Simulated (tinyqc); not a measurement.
Smoothing against break-up: capillary instabilities by surface diffusion: grooving and agglomeration of films, edge retraction, wire break-up and smoothing of roughness. Computed by tinyqc, a small Python program. Command: `OMP_NUM_THREADS=1 python tinyqc.py 3005961 3005962 out.jsonl dewet walk`. One thread of a shared host (Intel(R) Xeon(R) Processor @ 2.30GHz), about 0.01 s of CPU time with the checks.

Isotropic surface energy; shapes change by surface diffusion alone.

Inputs (values chosen for the exercise, of the order of those of a gold film):

| quantity | value | unit |
|---|---|---|
| surface energy gamma_s | 1.4 | J/m^2 |
| grain-boundary energy gamma_b | 0.41 | J/m^2 |
| interface energy gamma_i | 0.75 | J/m^2 |
| atomic volume Omega | 17 | angstrom^3 |
| surface sites nu | 9 | 1/nm^2 |
| prefactor D0 | 0.00011 | m^2/s |
| activation energy Q | 0.849 | eV |
| temperature T | 536 | K |
| film thickness h | 29 | nm |
| grain radius R | 160 | nm |
| wire radius r | 12 | nm |
| initial ripple over radius | 0.01 | - |
| roughness wavelength lambda | 160 | nm |

Grooves: at the surface and the interface.

Constants: k_B = 8.617333262e-05 eV/K; k_B = 1.380649e-23 J/K.

Method:
- Groove angle beta: sin(beta) = gamma_b/(2 gamma). For circular grains of radius R with spherical caps the groove ends (measured from the mean surface) at the depth R g(beta), g = (2 - 3 cos beta + cos^3 beta)/(3 sin^3 beta). The film parts if R [g(beta_s) + g(beta_i)] > h.
- B = D_s nu gamma_s Omega^2/(k_B T), D_s = D0 exp(-Q/(k_B T)).
- A wire with r + A cos(k z) has dA/dt = (B/r^4) (kr)^2 [1 - (kr)^2] A: unstable for wavelengths above 2 pi r, fastest at kr = 1/sqrt 2 with the rate B/(4 r^4); break-up time about (4 r^4/B) ln(r/A0); each wavelength makes a sphere of radius (3 r^2 lambda_m/4)^(1/3).
- Roughness of wavelength lambda on a flat face decays as exp[-B (2 pi/lambda)^4 t]; the smoothing time is that for a factor e^3.

beta_s = 8.42001 degrees

Times (s); the last column is (h/(0.780 tan beta_s))^4/B:

| T (K) | B (nm^4/s) | smoothing | wire break-up | groove to depth h |
|---|---|---|---|---|
| 456 | 2.6323e+04 | 4.7923e+01 | 1.4511e+01 | 1.5120e+05 |
| 482 | 7.9875e+04 | 1.5793e+01 | 4.7821e+00 | 4.9828e+04 |
| 509 | 2.2368e+05 | 5.6397e+00 | 1.7077e+00 | 1.7793e+04 |
| 536 | 5.6316e+05 | 2.2400e+00 | 6.7827e-01 | 7.0673e+03 |
| 563 | 1.2946e+06 | 9.7446e-01 | 2.9506e-01 | 3.0744e+03 |
| 590 | 2.7515e+06 | 4.5847e-01 | 1.3882e-01 | 1.4465e+03 |
| 643 | 9.9995e+06 | 1.2615e-01 | 3.8199e-02 | 3.9802e+02 |

What follows from these numbers?

All times share 1/B, so their ratios do not depend on T: break-up over smoothing is 0.30. The wire breaks before this roughness is smoothed, at any temperature. Smoothing is safe for lambda well below 2 pi r, above which a ripple along the wire grows instead. B spans 2.6 decades over these rows.
